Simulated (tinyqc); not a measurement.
Standing waves and exposure in a photoresist film, step by step. Values are carried at full precision from step to step, so a last printed digit may differ when a step is redone from the rounded ones.

Normal incidence from air. Unexposed resist: N1 = n1 + i k1 with k1 = (A + B) lam/(4 pi), lam in micrometres. r01 = (1 - N1)/(1 + N1), t01 = 2/(1 + N1). Substrate Ns = ns + i ks: r12 = (N1 - Ns)/(N1 + Ns). With p = exp(2 pi i N1 d/lam), the field at depth z is E(z) = t01 [exp(2 pi i N1 z/lam) + r12 p^2 exp(-2 pi i N1 z/lam)]/(1 + r01 r12 p^2), the relative intensity I(z) = n1 |E(z)|^2 and the reflectance R = |(r01 + r12 p^2)/(1 + r01 r12 p^2)|^2.

Parameters, chosen for this exercise (a resist on polySi, indices near tabulated ones; shifted at random, so the results belong to these values and not to a real crystal): lam = 193 nm (vacuum wavelength); n1 = 1.698 (resist index); A = 0.08 1/micrometre (bleachable absorption (Dill A)); B = 0.65 1/micrometre (fixed absorption (Dill B)); d = 237 nm (resist thickness); ns = 0.982 (substrate n); ks = 2.24 (substrate k); C = 0.018 cm^2/mJ (exposure rate (Dill C)); D = 30 mJ/cm^2 (incident dose); Ld = 15 nm (diffusion length of the post-exposure bake).

## Interface coefficients

Form N1, r01, t01 and r12.

N1 = 1.69800+0.01121i
r01 = -0.2587-0.0031i
t01 = 0.7413-0.0031i
r12 = -0.2529-0.6192i
|r12|^2 = 0.4473

Next to the bottom the intensity swings by a factor ((1 + |r12|)/(1 - |r12|))^2 = 25.4 between antinode and node.

## Round trip and reflectance

Form p^2, the denominator and R; the period of the standing wave is lam/(2 n1).

p^2 = 0.4042+0.7376i
1 + r01 r12 p^2 = 0.9069+0.1119i
R = 0.2427
period = 56.83 nm

The film holds 4.17 periods.

## Intensity and exposure over the lowest period

Nine depths from d - period to d. Without bleaching during the exposure the share of unexposed compound is m = exp(-C D I).

Profile:
```
z (nm)      I      m
180.2   0.908  0.613
187.3   0.221  0.888
194.4   0.213  0.891
201.5   0.887  0.619
208.6   1.847  0.369
215.7   2.528  0.255
222.8   2.530  0.255
229.9   1.850  0.368
237.0   0.885  0.620
```

I runs from 0.213 to 2.530 on these points, so m runs from 0.255 to 0.891; the least exposed point listed lies 42.6 nm above the bottom.

## Smoothing by the bake

Gaussian diffusion of length Ld multiplies a cosine of period L by exp(-2 pi^2 Ld^2/L^2). Give that factor, and the Ld that leaves 10 %.

factor = 0.253
Ld for 10 % = 19.41 nm

## Checks

- R against the transfer-matrix product: both 0.24275.
- Absorption (A + B) d times the mean of I against 1 - R - T: both 0.246.

Computed by tinyqc, a small Python program: `OMP_NUM_THREADS=1 python tinyqc.py 1652073 1652074 out.jsonl` (the numbers bound the seed that draws the inputs); one thread of a shared host (Intel(R) Xeon(R) Processor @ 2.30GHz), about 0.01 s for the whole set of steps.
